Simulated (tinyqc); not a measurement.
# Worked calculation: resistance of a source-drain extension with a graded tip

Program tinyqc, `OMP_NUM_THREADS=1 python tinyqc.py 2282029 2282030 out.jsonl`; Intel Xeon 2.30GHz, shared host, one thread, about 0.05 s. Printed values are rounded.

y runs along the channel, the gate covers y > 0. The doping is N0 for y < y0 and N0 10^(-(y - y0)/la) beyond, uniform over the depth xj. Sheet conductance s(y) = q mu(N) max(N - Nch, 0) xj + (for y > 0) ma Cox Vo, with mu(N) = u0 + (u1 - u0)/(1 + (N/Nr)^au) and Cox = eps0 eox/tox. Current is taken as one-dimensional; depletion of the tip, spreading and the contact are left out. The metallurgical junction lies at yj, where N = Nch.

Values chosen for this exercise; mobility law close to that of electrons in silicon: relative permittivity of the gate insulator (close to silicon nitride) eox = 7.62; insulator thickness tox = 2.7 nm; active doping of the extension far from the gate N0 = 5.3e19 cm^-3; lateral abruptness la = 3.7 nm/decade; position under the gate where the fall begins (gate edge at 0) y0 = 0.5 nm; depth of the extension xj = 7 nm; channel doping Nch = 4e17 cm^-3; gate overdrive Vo = 0.66 V; mobility of the gate-induced layer ma = 210 cm^2/(V s); mobility at low doping u1 = 1414 cm^2/(V s); mobility at high doping u0 = 68.5 cm^2/(V s); reference doping Nr = 9.2e16 cm^-3; exponent au = 0.711; gate length Lg = 45 nm.

Constants: q = 1.602176634e-19 C, eps0 = 8.8541878128e-14 F/cm where lengths are in cm. Results are converted to the units shown.

## Sheet resistances and junction position

yj = y0 + la log10(N0/Nch); sheet resistance of the full extension 1/[q mu(N0)(N0 - Nch) xj] and of the gate-induced layer 1/(ma Cox Vo); metallurgical length Lg - 2 yj; ye is where the doped and the gate-induced conductances are equal.

yj = 8.35220 nm
sheet resistance of the extension = 2042.25 ohm/square
sheet resistance of the induced layer = 2887.33 ohm/square
metallurgical length = 28.2956 nm
ye = 1.13835 nm
N at ye = 3.56246e19 cm^-3

The gate takes over 7.21 nm before the junction, where N is still 89.1 times the channel doping.

## Resistance of the overlapped part

Midpoint rule on 11 equal steps from 0 to yj: R_ov = sum h/s(y), per width.

```
point	y (nm)	N (cm^-3)	doped conductance (uS)	sheet resistance (ohm/square)
0	0.379645	5.3e19	489.655	1196.18
1	1.13894	3.56115e19	346.231	1443.89
2	1.89823	2.22012e19	232.717	1726.94
3	2.65752	1.38409e19	159.090	1978.51
4	3.41681	8.62878e18	110.527	2188.82
5	4.17610	5.37942e18	77.7129	2358.19
6	4.93539	3.35368e18	54.7707	2493.07
7	5.69468	2.09078e18	37.9668	2602.08
8	6.45397	1.30345e18	24.9137	2693.57
9	7.21326	8.12607e17	14.0812	2774.53
10	7.97255	5.06602e17	4.50570	2850.25
```

R_ov = 18.455 ohm um

The exact integral is 18.461 ohm um; the coarse sum is 0.032 % below it.
